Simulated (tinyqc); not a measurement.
Range and order of the fit: effective mass of the split-off band from tabulated energies.

c = hbar^2/2m0.
Constants: hbar^2/2m0 = 3.80998211 eV angstrom^2.

Energies along [110], from the band edge downward:
```
k (1/angstrom)   E (meV)
0.000000         0.00000
0.003600         0.57300
0.007200         2.30410
0.010800         5.23030
0.014400         9.41300
0.018000        14.93780
0.021600        21.91270
0.025200        30.46540
0.028800        40.73720
```

reference mass (curvature of the model at k = 0.0001 1/angstrom) = 0.086333 m0

Least-squares fits of E = a k^2 (+ b k^4 + d k^6) over points 1 to n, and the line y = c k^2/E against E; errors of m against the reference.

Results:
```
n  E at point n (meV)  one term (%)  two terms (%)  three terms (%)  line (%)  rms residual, one term (meV)
3                 5.2         -1.43           0.00            -0.01     -0.02                         0.012
4                 9.4         -2.41           0.00             0.00     -0.03                         0.035
5                14.9         -3.61           0.00             0.00     -0.06                         0.083
6                21.9         -5.01          -0.01             0.01     -0.11                         0.166
7                30.5         -6.57          -0.05             0.02     -0.18                         0.297
8                40.7         -8.28          -0.12             0.04     -0.29                         0.488
```

What can be read from this table?

The error of the parabola goes from -1.43 to -8.28 % as the range widens, and at n = 8 its residual, 0.49 meV, is only 1.2 % of the top energy: a small residual does not vouch for the mass. Over the full range (n = 8) the best form is three terms (0.04 %); the line errs by -0.02 % at n = 3 and -0.29 % at n = 8. Without scatter, a narrower range or a second term is the cure: at n = 8 the errors are -8.28, -0.12 and +0.04 % for one, two and three terms. Three terms on three points interpolate exactly.

tinyqc: `OMP_NUM_THREADS=1 python tinyqc.py 1880411 1880412 out.jsonl`; about 0.01 s, one thread, shared Intel(R) Xeon(R) Processor @ 2.30GHz.
